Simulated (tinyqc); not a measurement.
Worked calculation: sp3s* tight binding. Values are carried at full precision from step to step, so a last printed digit may differ when a step is redone from the rounded ones.

sp3s* tight binding, nearest neighbours only: anion (a) at 0, cation (c) at a/4 (1,1,1), orbitals s, px, py, pz, s* on each; k in units of 2 pi/a. With phases e_j = exp(i (pi/2) k.n_j) for n = (1,1,1), (1,-1,-1), (-1,1,-1), (-1,-1,1): g0 = (e1+e2+e3+e4)/4, g1 = (e1+e2-e3-e4)/4, g2 = (e1-e2+e3-e4)/4, g3 = (e1-e2-e3+e4)/4. The diagonal holds the levels Esa, Epa, Exa (s*) and Esc, Epc, Exc. Anion-cation block: <sa|sc> = Vss g0; <sa|xc> = Vsapc g1; <xa|sc> = -Vscpa g1; <xa|xc> = Vxx g0; <xa|yc> = <ya|xc> = Vxy g3, <xa|zc> = <za|xc> = Vxy g2, <ya|zc> = <za|yc> = Vxy g1; <s*a|xc> = Vxapc g1; <xa|s*c> = -Vpaxc g1; y and z take g2 and g3 in place of g1; s-s* and s*-s* vanish.

Constants: hbar^2/2m0 = 3.80998211 eV angstrom^2.

Values chosen for the exercise (near a published set for GaAs, fitted to gaps, whose masses and valley positions are rough; the results hold for these values, not for the real material):
```
symbol  value               unit      meaning
k       (0.09, 0.09, 0.09)  2 pi/a    wave vector
Esa     -8.362              eV        s level of the anion
Epa     1.044               eV        p level of the anion
Esc     -2.652              eV        s level of the cation
Epc     3.663               eV        p level of the cation
Exa     8.643               eV        s* level of the anion
Exc     6.72                eV        s* level of the cation
Vss     -6.434              eV        s-s
Vxx     1.951               eV        px-px
Vxy     5.082               eV        px-py
Vsapc   4.504               eV        s anion, p cation
Vscpa   5.759               eV        s cation, p anion
Vxapc   4.853               eV        s* anion, p cation
Vpaxc   4.787               eV        p anion, s* cation
a       5.657               angstrom  lattice constant
```

## Phase sums

Form g0 to g3 at this k.

g0, g1, g2, g3: 0.97037-0.00280i  -0.01966+0.13810i  -0.01966+0.13810i  -0.01966+0.13810i

## The Hamiltonian without spin-orbit coupling

Fill in the 10 x 10 matrix.

H(k) (eV):
```
,sa,xa,ya,za,s*a,sc,xc,yc,zc,s*c
sa,-8.3620,0,0,0,0,-6.2434+0.0180i,-0.0885+0.6220i,-0.0885+0.6220i,-0.0885+0.6220i,0
xa,0,1.0440,0,0,0,0.1132-0.7953i,1.8932-0.0055i,-0.0999+0.7018i,-0.0999+0.7018i,0.0941-0.6611i
ya,0,0,1.0440,0,0,0.1132-0.7953i,-0.0999+0.7018i,1.8932-0.0055i,-0.0999+0.7018i,0.0941-0.6611i
za,0,0,0,1.0440,0,0.1132-0.7953i,-0.0999+0.7018i,-0.0999+0.7018i,1.8932-0.0055i,0.0941-0.6611i
s*a,0,0,0,0,8.6430,0,-0.0954+0.6702i,-0.0954+0.6702i,-0.0954+0.6702i,0
sc,-6.2434-0.0180i,0.1132+0.7953i,0.1132+0.7953i,0.1132+0.7953i,0,-2.6520,0,0,0,0
xc,-0.0885-0.6220i,1.8932+0.0055i,-0.0999-0.7018i,-0.0999-0.7018i,-0.0954-0.6702i,0,3.6630,0,0,0
yc,-0.0885-0.6220i,-0.0999-0.7018i,1.8932+0.0055i,-0.0999-0.7018i,-0.0954-0.6702i,0,0,3.6630,0,0
zc,-0.0885-0.6220i,-0.0999-0.7018i,-0.0999-0.7018i,1.8932+0.0055i,-0.0954-0.6702i,0,0,0,3.6630,0
s*c,0,0.0941+0.6611i,0.0941+0.6611i,0.0941+0.6611i,0,0,0,0,0,6.7200
```

## Levels at this k

Diagonalise H, which belongs to k = (0.09, 0.09, 0.09) (2 pi/a). Four bands are filled (two electrons each); give the make-up of band 5, the lowest empty one.

levels (eV): -12.4555  -1.0537  -0.1340  -0.1340  2.0135  4.5957  4.8410  4.8410  7.0109  8.9452

weights of band 5: s 0.774, p 0.215, s* 0.011

weight of band 5 on atom a = 0.374

The vertical gap at this k is 2.1474 eV; band 5 is mostly s-like.

## Levels at Gamma

At k = 0 only g0 = 1 is left and H falls into 2 x 2 blocks [[E_a, V], [V, E_c]] with roots (E_a + E_c)/2 -/+ sqrt(((E_a - E_c)/2)^2 + V^2); the s* levels stay uncoupled. The direct gap runs from the highest lower root of the p blocks to the lowest upper root.

Blocks at Gamma (eV):
```
block,E_a,E_c,V,lower root,upper root
s (Gamma1),-8.3620,-2.6520,-6.4340,-12.5460,1.5320
p (Gamma15),1.0440,3.6630,1.9510,0.0038,4.7032
```

direct gap at Gamma = 1.5282 eV

The lowest empty level at Gamma is s-like.

## Bands near the gap

Diagonalise at L = (1/2,1/2,1/2), X = (1,0,0), W = (1,1/2,0), K = (3/4,3/4,0) and at the fractions named between them; energies from the top of the valence band at Gamma; 4 bands are filled.

Levels (eV):
```
k,level 2,level 3,level 4,level 5,level 6
L,-6.979,-1.403,-1.403,1.681,3.816
L-G 0.5,-4.138,-0.781,-0.781,2.116,4.221
G,0.000,0.000,0.000,1.528,4.699
G-X 0.2,-1.288,-0.411,-0.411,2.293,4.178
G-X 0.4,-3.244,-1.274,-1.274,2.782,3.287
G-X 0.6,-5.136,-2.115,-2.115,2.520,2.777
G-X 0.7,-5.981,-2.446,-2.446,2.290,2.646
G-X 0.8,-6.711,-2.694,-2.694,2.139,2.513
G-X 0.9,-7.253,-2.847,-2.847,2.062,2.409
X,-7.468,-2.898,-2.898,2.040,2.369
W,-7.468,-2.898,-2.898,2.040,2.369
K,-7.384,-3.129,-2.456,1.988,2.510
K-G 0.5,-4.812,-1.968,-0.848,2.389,3.540
```

On these points the lowest empty level is lowest at G, 1.528 eV above the top.

## Valleys and masses

The lowest conduction level at Gamma, at its minimum on (x,0,0) for x from 0.5 to 1, and at the point L (L, and X where the search ends there, need not be minima in this model; a zero or negative inverse mass shows it). Inverse masses m0/m = (E(+h) + E(-h) - 2 E)/(2 c q^2) with c = hbar^2/2m0, q = h 2 pi/a, h = 0.002; longitudinal along the valley axis ([100] at Gamma and Delta, [111] at L), transverse along [010] or [1-10]. A dash: the next level lies within 0.15 eV, so a single mass has no use there.

Valleys:
```
valley,x (2 pi/a),E - Ev (eV),m0/m_l,m0/m_t
Gamma,0.0000,1.5282,8.53,8.53
Delta,1.0000,2.0399,0.43,0.00
L,0.5000,1.6813,0.61,1.37
```

Of these three the lowest is Gamma, which makes the gap direct, 1.5282 eV. At Delta m0/m_t is 0.00. This nearest-neighbour model is fitted to gaps: it places the Delta minimum and the masses at Delta and L only roughly (transverse masses can be several times too heavy), and since its bands are flat from X to W the transverse mass grows too heavy towards X; d orbitals or second neighbours cure this.

## Checks

- Direct gap at Gamma from the blocks against the full matrix: both 1.52821.

Program tinyqc; command `OMP_NUM_THREADS=1 python tinyqc.py 1481475 1481476 out.jsonl`; about 0.1 s on one thread of a shared Intel(R) Xeon(R) Processor @ 2.30GHz.
